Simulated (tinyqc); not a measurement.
Nanosheet or nanowire with hard walls, valleys of the Ge type, step by step. Values are carried at full precision from step to step, so a last printed digit may differ when a step is redone from the rounded ones.

Four ellipsoidal valleys along <111>: inverse mass tensor w = 1/mt + (1/ml - 1/mt) a a^T with a the unit axis. Device axes: x along the channel, z = [001], y = z x x. The Gamma and Delta valleys are left out; the heavy Delta valleys, about 0.18 eV up, lie lowest once the L levels pass about 0.2 eV.

Constants: hbar^2/2m0 = 3.80998211 eV angstrom^2; hbar = 6.58211957e-16 eV s; e^2/h = 3.874045865e-05 S; kB = 8.617333262e-05 eV/K.

Values chosen for the exercise (near those of Ge; shifted at random, so the results belong to these values and not to a real crystal):
- ml = 1.621 m0 (longitudinal mass)
- mt = 0.083 m0 (transverse mass)
- channel = 100 (transport direction x on a (001) wafer)
- W = 85 angstrom (width, along y)
- H = 40 angstrom (height, along z = [001])
- dE = 0.125 eV (EF above the lowest subband edge)
- T = 300 K (temperature)
- g_all = 4 (number of valleys)

## Valley masses for a [100] channel

Rotate w into the device axes and group equal valleys (|w_yz| counts); order by w_zz, then w_yy. 1/m_x = w_xx - w_xc w_c^-1 w_cx with c the block (y, z).

Valleys:

| group | valleys g | w_yy | w_zz | \|w_yz\| | m_x (m0) |
|---|---|---|---|---|---|
| A | 4 | 8.2378 | 8.2378 | 3.8104 | 0.5957 |

The lightest transport mass, 0.596 m0, belongs to group A.

## One-dimensional subbands

Hard walls around a W x H rectangle. The block w_c of w in (y, z) confines; the transport mass follows from 1/m_x = w_xx - w_xc w_c^-1 w_cx. The cross-section problem c (w_yy ky^2 + 2 w_yz ky kz + w_zz kz^2), c = hbar^2/2m0, is solved in products sin(n pi y/W) sin(l pi z/H), n, l = 1 to 12; if w_yz = 0 the levels are c pi^2 (w_yy n^2/W^2 + w_zz l^2/H^2). The w_yz term couples (n, l) to (n', l') by -2 c w_yz D_nn'(W) D_ll'(H) with D_nm(L) = 4 n m/(L (n^2 - m^2)) for n + m odd and 0 otherwise.

The ten lowest levels of all groups together, numbered within each group.

Subbands:

| label | valleys g | m_x (m0) | E (eV) |
|---|---|---|---|
| A1 | 4 | 0.5957 | 0.2300 |
| A2 | 4 | 0.5957 | 0.3380 |
| A3 | 4 | 0.5957 | 0.5134 |
| A4 | 4 | 0.5957 | 0.7417 |
| A5 | 4 | 0.5957 | 0.8191 |
| A6 | 4 | 0.5957 | 0.9115 |
| A7 | 4 | 0.5957 | 1.0492 |
| A8 | 4 | 0.5957 | 1.1072 |
| A9 | 4 | 0.5957 | 1.3736 |
| A10 | 4 | 0.5957 | 1.3826 |

The lowest subband is A1; the number of further ones in the list within kB T = 25.9 meV of it at 300 K is 0.

## Modes, density and velocity at zero temperature

With EF = E_lowest + dE, each subband below EF has k_F = sqrt(m_x (EF - E)/c), carries n = 2 g k_F/pi electrons per length (spin included), moves at v = 2 c k_F/(hbar m_x) and adds 2 g e^2/h to the ballistic conductance; c = hbar^2/2m0, 1 angstrom/s = 1e-8 cm/s.

Occupied subbands:

| label | k_F (1/angstrom) | n (1/nm) | v (1e7 cm/s) |
|---|---|---|---|
| A1 | 0.1398 | 3.560 | 2.72 |
| A2 | 0.0515 | 1.311 | 1.00 |

total n = 4.871 1/nm
ballistic conductance = 619.8 microsiemens

EF lies below the last listed level, so the count is complete for these valleys (other families, and non-parabolicity above about 0.2 eV, are left out): 2 subbands with 8 valley modes. The Fermi velocity, averaged with the densities as weights, is 2.25 x 1e7 cm/s; the mean over all filled states moving one way is half of it.

## Threshold shift from confinement

Without degeneracy the line density is N1 exp((EF - Ec)/kB T) with N1 = sum 2 g sqrt(m_x kB T/(4 pi c)) exp(-E/kB T), here over n, l up to 80 where w_yz = 0 and over all levels of a 12 x 12 sine basis otherwise; the classical value is W H Nc with Nc = 2 g_all (m_dos kB T/(4 pi c))^(3/2), m_dos = (ml mt^2)^(1/3); dVt = kB T ln(W H Nc/N1).

Form N1, W H Nc and dVt.

N1 = 0.0001992 1/nm
W H Nc = 0.3606 1/nm
dVt = 193.9 mV

## Checks

- Lowest level of group A on a 40 x 40 difference grid against the sine basis, eV: both 0.230.

Run: tinyqc, `OMP_NUM_THREADS=1 python tinyqc.py 1280826 1280827 out.jsonl`; Intel(R) Xeon(R) Processor @ 2.30GHz, one thread, shared host; about 0.2 s of CPU time with all checks.
